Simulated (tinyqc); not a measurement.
Potential-pH (Pourbaix) lines of a metal, its cation, its oxide and an oxyanion, with a complexing ligand: one step, computed by the program tinyqc.

Potentials are against the standard hydrogen electrode; solids and water have unit activity; dG_f of M, H+ and the electron is zero; F = e N_A and s = R T ln(10)/F. The cation carries z = 2.

Task: Standard potentials. M2+ + 2e = M; MO + 2H+ + 2e = M + H2O; MO2(2-) + 4H+ + 2e = M + 2H2O. For each, E0 = -dG/(z F), and E = E0 + (s/z) log10 a - (s n_H/z) pH, with no activity term for the oxide.

Inputs (values chosen for the exercise, modelled on copper):
```
quantity                value    unit
dG_f of the cation      65.87  kJ/mol
dG_f of the oxide      -130.3  kJ/mol
dG_f of the oxyanion  -201.27  kJ/mol
dG_f of water         -237.14  kJ/mol
temperature T          298.15       K
```

Species: M, M2+, MO, MO2(2-).

Constants: R = 8.314462618 J/(mol K); e = 1.602176634e-19 C; N_A = 6.02214076e+23 1/mol.

Give: s; E0.

Result:

s = 0.05916 V

E0 (V): cation 0.341, oxide 0.554, oxyanion 1.415

The metal is nobler than hydrogen: acids free of oxidants and complexing ligands do not dissolve it.
